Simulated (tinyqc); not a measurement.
Mobility limited by charged threading dislocations: one step, computed by the program tinyqc.

Parallel lines trap electrons, one site every c, and the current flows across them. Donors are taken as fully ionised and statistics as non-degenerate; SI units, mass times m_0.

Problem. Dislocation scattering. tau(k) = hbar^3 (eps eps_0)^2 c^2 (1 + 4 lambda^2 k^2)^(3/2)/(N_dis m e^4 f^2 lambda^4), k the wave number across the lines; mu_dis = (e/m) int x tau exp(-x) dx with x = hbar^2 k^2/(2 m k_B T), 160 Gauss-Legendre points in sqrt(x) from 0 to sqrt(32). Closed form for lambda k >> 1: mu = 30 sqrt(2 pi) (eps eps_0)^2 c^2 (k_B T)^(3/2)/(N_dis e^3 f^2 lambda sqrt(m)).

Inputs (values chosen for the exercise, modelled on germanium on silicon):
```
quantity                         value      unit
effective mass m                  0.12       m_0
permittivity eps                    16         -
site spacing c along the line        4  angstrom
dislocation density N_dis      1.8e+10    1/cm^2
temperature T                      150         K
```

Band: parabolic. Filling of the line: limited by its own charge.

screening length lambda = 13.87033 nm

filling f = 0.2013144

Constants: hbar = 1.054571817e-34 J s; eps_0 = 8.8541878128e-12 F/m; m_0 = 9.1093837015e-31 kg; k_B = 1.380649e-23 J/K; e = 1.602176634e-19 C.

Give: tau at x = 1; dislocation mobility; closed form.

Solution.

tau at x = 1 = 35.60 fs

dislocation mobility = 1686 cm^2/(V s)

closed form = 1654 cm^2/(V s)

The closed form is 98.1 % of the integral. Caution: the cylinders begin to overlap, so barriers and percolation replace independent scattering.
